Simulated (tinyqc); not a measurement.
Coherent transport through a tight-binding region between two chains, step by step. One step of it, computed by the program tinyqc.

Task: Transmission at E = -0.25 eV. Surface Green function g = (E - i sqrt(4 t^2 - E^2)) / (2 t^2); self-energy tc^2 g on each contact site; G = (E - H - Sigma)^(-1); Gamma = -2 Im Sigma; T = Gamma_L Gamma_R |G_LR|^2; local density of states -Im G_ii / pi.

H of the central region (eV):
```
           1          2          3          4          5          6
1   0.000000  -1.830000   0.000000   0.000000   0.000000   0.000000
2  -1.830000   0.350000  -0.740000   0.000000   0.000000   0.000000
3   0.000000  -0.740000   0.350000  -1.270000   0.000000   0.000000
4   0.000000   0.000000  -1.270000   0.350000  -1.270000   0.000000
5   0.000000   0.000000   0.000000  -1.270000   0.350000  -1.270000
6   0.000000   0.000000   0.000000   0.000000  -1.270000   0.000000
```

Leads: semi-infinite chains with site energy 0:

| parameter | value |
|---|---|
| lead hopping t (eV) | 2.850000 |
| coupling to the left lead (eV) | 0.370000 |
| coupling to the right lead (eV) | 0.790000 |
| left contact site | 1 |
| right contact site | 6 |

E = -0.250000 eV

Give: g; G; local density of states; transmission.

Result:

g = -0.0154-0.3505i 1/eV

G (1/eV):
```
                 1                2                3                4
1   0.3157-0.0687i   0.5874-0.0176i  -0.3045+0.1557i  -0.4861+0.0838i
2   0.5874-0.0176i   0.0791-0.0178i  -0.0372+0.0291i  -0.0637+0.0241i
3  -0.3045+0.1557i  -0.0372+0.0291i   0.7229-0.3614i   1.1506-0.1877i
4  -0.4861+0.0838i  -0.0637+0.0241i   1.1506-0.1877i   0.5807-0.1027i
5   0.0748-0.1161i   0.0071-0.0177i  -0.1793+0.2727i  -0.0888+0.1391i
6   0.5215-0.1386i   0.0670-0.0325i  -1.2353+0.3165i  -0.6226+0.1684i

                 5                6
1   0.0748-0.1161i   0.5215-0.1386i
2   0.0071-0.0177i   0.0670-0.0325i
3  -0.1793+0.2727i  -1.2353+0.3165i
4  -0.0888+0.1391i  -0.6226+0.1684i
5   0.1373-0.2070i   0.9411-0.2369i
6   0.9411-0.2369i   1.0673-0.2804i
```

local density of states (1/eV): 0.0219  0.0057  0.1150  0.0327  0.0659  0.0892

transmission = 0.0122
